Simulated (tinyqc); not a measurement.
Dopants and charged point defects at anneal temperature: Fermi-level effect, clustering and pairing: one step, computed by the program tinyqc. Command: `OMP_NUM_THREADS=1 python tinyqc.py 3024883 3024884 out.jsonl pairing walk`. One thread of a shared host (Intel(R) Xeon(R) Processor @ 2.30GHz), about 0.02 s of CPU time with the checks.

Boltzmann statistics and full ionisation of active dopants. Energies are counted from the valence band; the defect (a vacancy or self-interstitial) has five charge states, with all degeneracy factors one.

Question. The host at the anneal temperature. E_g = E_g0 - alpha T^2/(T + beta). N_c = 2 M_c (2 pi m_e k_B T/h^2)^(3/2) and N_v = 2 (2 pi m_h k_B T/h^2)^(3/2), masses in units of m_0. n_i = sqrt(N_c N_v) exp(-E_g/2 k_B T); E_i = E_g/2 + (k_B T/2) ln(N_v/N_c).

Inputs (values chosen for the exercise, with bands modelled on silicon):

| quantity | value | unit |
|---|---|---|
| gap at 0 K E_g0 | 1.16 | eV |
| Varshni alpha | 0.000457 | eV/K |
| Varshni beta | 642 | K |
| electron mass m_e | 0.338 | m_0 |
| valleys M_c | 6 | - |
| hole mass m_h | 0.829 | m_0 |
| anneal temperature T | 1030 | K |

Dopant: donor. Second part: clustering of the dopant.

Constants: m_0 = 9.1093837015e-31 kg; k_B = 1.380649e-23 J/K; h = 6.62607015e-34 J s; k_B = 8.617333262e-05 eV/K.

Give: E_g; k_B T; n_i; E_i; effective density of states N_b of the majority band.

Answer.

E_g = 0.8700 eV

k_B T = 0.08876 eV

n_i = 1.120e+18 cm^-3

E_i = 0.4152 eV

effective density of states N_b of the majority band = 1.882e+20 cm^-3
